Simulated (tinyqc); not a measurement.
Gate voltage for a given inversion charge.

Question. p-type body, charge-sheet picture, depletion and inversion only, full ionisation (an idealisation for deep acceptors), Boltzmann statistics (rough once Na exp(x - xn) passes about Nc/7). In units of Vt: xg = (Vg - Vfb)/Vt, x = psi/Vt, G = gamma/sqrt(Vt), xn = (2 phiF + Vc)/Vt. The implicit equation is (xg - x)^2 = G^2 [x - 1 + exp(x - xn)] for x above about 3. Cox = eps0 eox/tox. ni = sqrt(Nc Nv) exp(-Eg/(2 Vt)), Eg in volts; phiF = Vt ln(Na/ni); gamma = sqrt(2 q eps0 eps_r Na)/Cox. N_inv = (Cox Vt G/q) [sqrt(x - 1 + exp(x - xn)) - sqrt(x - 1)]. Find x - xn, psi and Vg.

Values chosen for this exercise; band and dielectric values close to those of silicon:
```
symbol    value   unit                                                                 meaning
T           300      K                                                             temperature
Eg         1.12     eV                                                                band gap
eps_r      11.8                                                          relative permittivity
Nc      2.85e19  cm^-3                                  conduction-band density of states at T
Nv      2.62e19  cm^-3                                     valence-band density of states at T
eox        7.72         relative permittivity of the gate insulator (close to silicon nitride)
tox         9.7     nm                                                     insulator thickness
Na       5.2e17  cm^-3                                                        acceptor density
Vfb       -0.46      V                                                       flat-band voltage
Vc          0.2      V                                                    channel-body voltage
```

Constants: q = 1.602176634e-19 C, kB = 1.380649e-23 J/K, Vt = kB T/q, eps0 = 8.8541878128e-14 F/cm where lengths are in cm. Results are converted to the units shown.

N_inv = 2e10 cm^-2

Solution. N_inv rises steadily with x, so it fixes x; the implicit equation then gives xg directly.

x - xn = -0.480
psi = 1.10 V
Vg = 1.26 V

Program tinyqc, `OMP_NUM_THREADS=1 python tinyqc.py 2122111 2122112 out.jsonl`; Intel Xeon 2.30GHz, shared host, one thread, about 0.01 s.
